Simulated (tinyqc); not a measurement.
The same stress in different states: Raman shift of the zone-centre optical phonon of a diamond-structure crystal under stress. Computed by tinyqc, a small Python program. Command: `OMP_NUM_THREADS=1 python tinyqc.py 3016486 3016487 out.jsonl ramanstress walk`. One thread of a shared host (Intel(R) Xeon(R) Processor @ 2.30GHz), about 0.01 s of CPU time with the checks.

Axes x, y, z are the cube axes. Strain shifts the threefold optical mode and can split it; p, q and r are the phonon deformation potentials.

Inputs (values chosen for the exercise, modelled on diamond):
```
quantity,value,unit
unstrained frequency omega_0,1335,1/cm
p/omega_0^2,-2.68,-
q/omega_0^2,-1.77,-
r/omega_0^2,-1.87,-
C11,1083,GPa
C12,125.9,GPa
C44,583.1,GPa
stress sigma (tension positive),-1.9,GPa
```

Stress state: uniaxial. Axis: [111].

Method:
- S11 = (C11 + C12)/D, S12 = -C12/D, D = (C11 - C12)(C11 + 2 C12), S44 = 1/C44.
- eps_xx = S11 sigma_xx + S12 (sigma_yy + sigma_zz), and cyclic; eps_xy = S44 sigma_xy/2 (tensor strain).
- Secular matrix: M_xx = p eps_xx + q (eps_yy + eps_zz), M_xy = 2 r eps_xy; its eigenvalues are omega^2 - omega_0^2, and the shifts are these over 2 omega_0.
- Uniaxial: sigma n n^T; biaxial: sigma (1 - n n^T); hydrostatic: sigma 1. The line seen from (001) is taken as unresolved, at the intensity-weighted shift M_zz/(2 omega_0).

S44 = 1.71497 1/TPa

S11 = 0.946274 1/TPa

S12 = -0.0985490 1/TPa

Shifts (1/cm):
```
state,lowest,middle,highest,line seen from (001)
uniaxial [100],1.5680,1.5680,2.7739,1.5680
uniaxial [110],0.1373,1.5680,4.2046,1.5680
uniaxial [001],1.5680,1.5680,2.7739,2.7739
uniaxial [111],0.6142,0.6142,4.6815,1.9700
"biaxial, normal [001]",3.1360,4.3419,4.3419,3.1360
"biaxial, normal [111]",1.2284,5.2957,5.2957,3.9399
hydrostatic,5.9099,5.9099,5.9099,5.9099
```

What follows from these numbers?

Seen from (001), uniaxial stress along [100] and along [110] give the same shift (1.568), and equal biaxial stress in the plane gives twice as much (3.136), since only sigma_xx + sigma_yy and sigma_zz enter M_zz. Stress along [001] gives 2.774. One measured shift therefore fixes the stress only once its state is assumed: read as uniaxial in the plane, a shift implies twice the stress that it does read as biaxial. In the two [111] rows the modes seen are split by 4.1 per cm, more than a line width, so two lines appear there in place of one.

Extremes, crossings and ranges named in words are read from the listed rows.
